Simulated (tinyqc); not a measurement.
Barrier and mass from two temperatures.

Problem. The saturation current of a Schottky diode is J0 = A* T^2 exp(-q phi/(kB T)) with a fixed barrier and A* = 4 pi q me m0 kB^2/h^3 (times 1e-4 for A/(cm^2 K^2)). Find phi, A* and me.

Constants: q = 1.602176634e-19 C, kB = 1.380649e-23 J/K, h = 6.62607015e-34 J s, m0 = 9.1093837015e-31 kg. Results are converted to the units shown.

J0 at 280 and 400 K (A/cm^2): 0.19325217  30.608716

Solution. The slope of ln(J0/T^2) against q/(kB T) is -phi and the intercept is ln A*.

phi = 0.350 eV
A* = 4.92 A/(cm^2 K^2)
me = 0.0409 m0

tinyqc, about 0.01 s, one thread, Intel Xeon 2.30GHz (shared host): `OMP_NUM_THREADS=1 python tinyqc.py 2640110 2640111 out.jsonl`
